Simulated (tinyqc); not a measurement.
Worked calculation: lattice vibrations of a chain. One step of it, computed by the program tinyqc.

Problem. Dynamical matrix at q = 0.24. q is in units of 2 pi/a. A spring k from atom i to atom j, n cells on, adds k to Phi_ii and Phi_jj, -k exp(2 pi i q n) to Phi_ij and the conjugate to Phi_ji (for one atom a cell: 2k (1 - cos 2 pi q n)); D_ij = Phi_ij / sqrt(m_i m_j).

A chain moving along its axis:
```
atom                 mass (u)  spring to the next atom (eV/angstrom^2)
1                   28.200000                                20.400000
2                  120.000000                                15.400000
3                   91.900000                                14.700000
second neighbours           -                                 0.900000
```

Give: D(q).

Solution.

D(q) (eV/(angstrom^2 u)):
```
[[1.3085, -0.3517+0.0154i, -0.0358+0.2882i],
 [-0.3517-0.0154i, 0.3133, -0.1472+0.0086i],
 [-0.0358-0.2882i, -0.1472-0.0086i, 0.3471]]
```
